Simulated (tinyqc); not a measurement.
Tunnelling through a thin dielectric with one trap, as a tight-binding chain, step by step. Values are carried at full precision from step to step, so a last printed digit may differ when a step is redone from the rounded ones.

Hopping -t everywhere, t = c/(m a^2), c = hbar^2/2m0; lead sites at 2t (band bottom 0), barrier sites 1 to N at 2t + phi, and site j has U besides. No voltage. Leads give S = -t exp(ika) on sites 1 and N, cos(ka) = 1 - E/(2t). T = (2 t sin(ka))^2 |G_1N|^2, G = (E - H - S)^-1. In the barrier cosh(q a) = 1 + (phi - E)/(2t).

Constants: hbar^2/2m0 = 3.80998211 eV angstrom^2; hbar = 6.58211957e-16 eV s.

Parameters, chosen for this exercise (barrier and mass of the size used for HfO2 on silicon; the results hold for these values, not for the real material):
```
symbol  value  unit      meaning
a       3      angstrom  site spacing
m       0.2    m0        mass, the same in leads and barrier
phi     1.71   eV        conduction edge of the barrier above that of the leads
U       -3.45  eV        extra energy on the trap site
E       0.4    eV        electron energy
N       11               barrier sites
j       4                site of the trap
```

## Scales

Form t, ka, q a, and the level of the trap in an endless barrier, Eb = phi + 2t - sqrt(4 t^2 + U^2).

t = 2.11666 eV
ka = 0.438213 rad
q a = 0.76771
Eb = 0.4822 eV

## The matrix E - H - S

Fill it in.

E - H - S (eV):
```
                    1         2         3         4         5
1   -3.62666+0.89814i   2.11666   0.00000   0.00000   0.00000
2             2.11666  -5.54331   2.11666   0.00000   0.00000
3             0.00000   2.11666  -5.54331   2.11666   0.00000
4             0.00000   0.00000   2.11666  -2.09331   2.11666
5             0.00000   0.00000   0.00000   2.11666  -5.54331
6             0.00000   0.00000   0.00000   0.00000   2.11666
7             0.00000   0.00000   0.00000   0.00000   0.00000
8             0.00000   0.00000   0.00000   0.00000   0.00000
9             0.00000   0.00000   0.00000   0.00000   0.00000
10            0.00000   0.00000   0.00000   0.00000   0.00000
11            0.00000   0.00000   0.00000   0.00000   0.00000

           6         7         8         9        10
1    0.00000   0.00000   0.00000   0.00000   0.00000
2    0.00000   0.00000   0.00000   0.00000   0.00000
3    0.00000   0.00000   0.00000   0.00000   0.00000
4    0.00000   0.00000   0.00000   0.00000   0.00000
5    2.11666   0.00000   0.00000   0.00000   0.00000
6   -5.54331   2.11666   0.00000   0.00000   0.00000
7    2.11666  -5.54331   2.11666   0.00000   0.00000
8    0.00000   2.11666  -5.54331   2.11666   0.00000
9    0.00000   0.00000   2.11666  -5.54331   2.11666
10   0.00000   0.00000   0.00000   2.11666  -5.54331
11   0.00000   0.00000   0.00000   0.00000   2.11666

                   11
1             0.00000
2             0.00000
3             0.00000
4             0.00000
5             0.00000
6             0.00000
7             0.00000
8             0.00000
9             0.00000
10            2.11666
11  -3.62666+0.89814i
```

## Transmission

Invert the matrix; T = (2 t sin(ka))^2 |G_1N|^2.

first row of G (1/eV): -0.4318-0.2054i  -0.3546-0.1687i  -0.4967-0.2364i  -0.9464-0.4504i  -0.4392-0.2090i  -0.2038-0.09704i  -0.09459-0.04511i  -0.04390-0.02111i  -0.02039-0.01018i  -0.009488-0.005544i  -0.004463-0.004341i

T = 0.0001251

Without the trap T is 1.46e-07: the trap changes it by a factor 858 at this energy.

## The resonance

Resonance: the lowest eigenvalue of H + S(E), iterated until its real part equals E (40 rounds from Eb = phi + 2t - sqrt(4t^2 + U^2), the level in an endless barrier). With v the normalised squared amplitudes of that state, Gamma_L = 2 t sin(ka) v_1, Gamma_R = 2 t sin(ka) v_N; Breit-Wigner T = Gamma_L Gamma_R/((E - Er)^2 + (Gamma_L + Gamma_R)^2/4).

Find Er, the two widths, the peak height 4 Gamma_L Gamma_R/(Gamma_L + Gamma_R)^2 and the escape time hbar/(Gamma_L + Gamma_R).

Er = 0.4777 eV

widths (meV): left 21.92, right 0.05650

peak height = 0.01026
escape time = 30.0 fs

squared amplitudes: 0.0112  0.0346  0.1435  0.6282  0.1414  0.0318  0.0072  0.0016  0.0004  0.0001  0.0000

The nearby leads move the level 4.5 meV below its value in an endless barrier. The trap is closer to the left lead, which takes 99.7 % of the escapes.

## Checks

- T at Er from the chain against the Breit-Wigner peak: both 0.0103.
- T without trap against the closed form for a lattice barrier: both 1.458e-07.

tinyqc: `OMP_NUM_THREADS=1 python tinyqc.py 1482185 1482186 out.jsonl`; about 0.06 s, one thread, shared Intel(R) Xeon(R) Processor @ 2.30GHz.
